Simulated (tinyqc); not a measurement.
Inside a calculation. Model: thermal stress and diffusional relaxation in a metal film: Coble and Nabarro-Herring creep, cooling and holds. Computed by tinyqc, a small Python program that keeps every step. Command: `OMP_NUM_THREADS=1 python tinyqc.py 3007141 3007142 out.jsonl creep walk`. One thread of a shared host (Intel(R) Xeon(R) Processor @ 2.30GHz), about 0.03 s of CPU time with the checks. Intermediate numbers are printed to about 5 digits and carried at full precision; extremes and crossings named in words are read from the listed rows.

A thin film on a rigid substrate is stress-free at T0. Tension is positive and the film creeps linearly: d sigma/dt = -M (mismatch) dT/dt - sigma/tau.

Inputs (values chosen for the exercise, modelled on silver films on silicon):

| quantity | value | unit |
|---|---|---|
| biaxial modulus M | 134 | GPa |
| expansion mismatch | 15.4 | 1e-6/K |
| atomic volume Omega | 17 | angstrom^3 |
| lattice prefactor D0 | 3.8e-05 | m^2/s |
| lattice energy E | 1.95 | eV |
| boundary prefactor (delta D_b)0 | 6.2e-15 | m^3/s |
| boundary energy E_b | 0.956 | eV |
| grain size d | 0.33 | um |
| stress-free temperature T0 | 400 | C |
| hold temperature T | 220 | C |
| hold time t | 0.01 | h |
| cooling rate | 100 | C/min |
| yield stress | 300 | MPa |

Constants: k_B = 1.380649e-23 J/K; k_B = 8.617333262e-05 eV/K.

## Elastic stress after a quench

Thermoelastic slope = M x mismatch; sigma_0 = slope x (T0 - T).

thermoelastic slope = 2.0636 MPa/K

stress after a quench sigma_0 = 371.448 MPa

Caution: the elastic stress exceeds the yield stress, so dislocation glide would cap it first.

## Creep at the hold temperature

Creep rate per stress: Nabarro-Herring 14 D Omega/(k_B T d^2), Coble (14 pi) delta D_b Omega/(k_B T d^3), with D = D0 exp(-E/(k_B T)), delta D_b = (delta D_b)0 exp(-E_b/(k_B T)); 1/tau = M x (sum of both)/2 (biaxial strain rate is half the uniaxial one). Temperatures in kelvin are T(C) + 273.15. sigma(t) = sigma_0 exp(-t/tau), relaxed part sigma_0 - sigma(t); the grain size where both mechanisms are equal is pi delta D_b/D.

Nabarro-Herring rate = 1.4392e-19 1/(Pa s)

Coble rate = 3.2182e-12 1/(Pa s)

relaxation time tau = 0.0012883 h

stress after the hold = 0.15805 MPa

stress relaxed during the hold = 371.29 MPa

crossover grain size = 7.3791e+06 um

Coble creep is 2.2e7 times as fast as Nabarro-Herring creep at this grain size. The crossover size is formal, far above any film grain. Caution: bulk creep laws overstate relaxation in a bonded film, where the substrate constrains boundary diffusion, and dislocation glide is left out.

## Stress after cooling to room temperature

Cooling from T0 at the constant rate: d sigma/dT = -slope + sigma/(tau(T) x rate), integrated to 25 C (stiff solver, tolerance 1e-9). Effective stress-free temperature T_eff = 25 C + sigma/slope.

stress at 25 C = 340.54 MPa

effective stress-free temperature = 190.02 C

Creep during cooling removes 56.0 % of the elastic value. Caution: bulk creep laws overstate relaxation in a bonded film, and dislocation glide would cap stresses above the yield stress.

## Where a fixed hold relaxes most

For each hold temperature: sigma_0 = slope (T0 - T), relaxed stress sigma_0 (1 - exp(-t/tau)), initial rate sigma_0/tau. In confined lines the relaxed part appears as void volume.

Holds:

| T (C) | sigma_0 (MPa) | tau (h) | relaxed (MPa) | initial rate (MPa/h) |
|---|---|---|---|---|
| 25 | 773.850 | 1.9112e+03 | 4.0490e-03 | 4.0490e-01 |
| 65 | 691.306 | 2.6573e+01 | 2.6011e-01 | 2.6016e+01 |
| 105 | 608.762 | 9.2436e-01 | 6.5502e+00 | 6.5857e+02 |
| 145 | 526.218 | 6.1760e-02 | 7.8663e+01 | 8.5203e+03 |
| 185 | 443.674 | 6.6743e-03 | 3.4451e+02 | 6.6475e+04 |
| 225 | 361.130 | 1.0383e-03 | 3.6111e+02 | 3.4780e+05 |
| 265 | 278.586 | 2.1428e-04 | 2.7859e+02 | 1.3001e+06 |
| 305 | 196.042 | 5.5296e-05 | 1.9604e+02 | 3.5453e+06 |
| 345 | 113.498 | 1.7080e-05 | 1.1350e+02 | 6.6450e+06 |
| 385 | 30.954 | 6.1096e-06 | 3.0954e+01 | 5.0665e+06 |

The relaxed stress peaks at 225 C among these rows: colder holds have more stress but slower diffusion, hotter ones faster diffusion but less stress. The initial rate peaks about k_B T^2/E_b = 41 K below T0 when boundaries dominate; its largest row is 345 C. Caution: dislocation glide would cap stresses above the yield stress; capping layers can block the surface and boundary paths, and threshold stresses are ignored.

Checks made by the program: cooling integral by quadrature (relative difference 3e-09).
